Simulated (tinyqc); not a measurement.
Expansion against temperature: quasi-harmonic thermal expansion with mode Grueneisen parameters. Computed by tinyqc, a small Python program. Command: `OMP_NUM_THREADS=1 python tinyqc.py 3017505 3017506 out.jsonl qha walk`. One thread of a shared host (Intel(R) Xeon(R) Processor @ 2.30GHz), about 0.02 s of CPU time with the checks.

A crystal with two atoms a cell; per atom there are 1 transverse acoustic (TA), 1/2 longitudinal acoustic (LA) and 3/2 optical (O) modes. Every frequency of group i scales as nu_i (V/V0)^(-gamma_i). Each group has one frequency. Static energy: E = (9 V0 B0/16) [y^3 B' + y^2 (2 - 4 y)], y = (V0/V)^(2/3) - 1, with pressure P_s = (3 B0/2) (z^7 - z^5) [1 + (3/4)(B' - 4)(z^2 - 1)], z = (V0/V)^(1/3).

Inputs (values chosen for the exercise, modelled on cadmium telluride): static volume V0 = 34 angstrom^3/atom; static bulk modulus B0 = 42.1 GPa; static B' = 4.94; frequency nu_TA = 1.15 THz; frequency nu_LA = 3.44 THz; frequency nu_O = 4.38 THz; Grueneisen parameter gamma_TA = -1.5; Grueneisen parameter gamma_LA = 1.2; Grueneisen parameter gamma_O = 1.6.

Acoustic groups: Einstein.

Constants: h x 1 THz = 4.135667696 meV; k_B = 8.617333262e-05 eV/K; 1 eV/angstrom^3 = 160.2176634 GPa.

Method:
- For a mode with x = h nu/(k_B T), n = 1/(exp(x) - 1): U = h nu (n + 1/2), C/k_B = x^2 n (n + 1); U_i and C_i sum these over group i with its weight per atom.
- Phonon pressure P_ph = sum_i gamma_i U_i/V.
- B_T = -V d(P_s + P_ph)/dV at fixed T (central difference, step 1e-4 V); alpha_V = sum gamma_i C_i k_B/(B_T V), all at V(T); the linear coefficient is alpha_L = alpha_V/3.
- V(T) solves P_s + P_ph = 0. The Grueneisen estimate uses C_i, V0 and B0 at the static volume; gamma_th = sum gamma_i C_i / sum C_i is taken at V(T).

Quasi-harmonic results:
```
T (K)  V/V0 - 1 (%)  B_T (GPa)  alpha_L (ppm/K)  alpha_L, Grueneisen estimate  gamma_th
20           0.2458     41.900          -2.5865                       -2.5931   -1.4307
40           0.2284     41.911          -2.4377                       -2.4536   -0.6209
70           0.2202     41.885           0.5052                        0.4817    0.0776
100          0.2336     41.831           2.2760                        2.2502    0.2902
150          0.2792     41.722           3.5785                        3.5454    0.4066
220          0.3628     41.561           4.2450                        4.1987    0.4567
300          0.4692     41.373           4.5430                        4.4802    0.4768
450          0.6806     41.017           4.7629                        4.6685    0.4898
700          1.0471     40.421           4.9071                        4.7586    0.4958
1000         1.4991     39.707           5.0065                        4.7912    0.4980
```

alpha_L is negative up to 40 K among these rows and changes sign before 70 K, once the LA and optical groups take up heat. gamma_th moves from -1.43, near gamma_TA = -1.5, to 0.50, near the average over all modes, 0.50, as the stiffer groups take up their share of C. B_T changes by -5.2 % over the table, and at the highest T the estimate at fixed V0 and B0 is off by -4.3 %.

Extremes, crossings and ranges named in words are read from the listed rows.
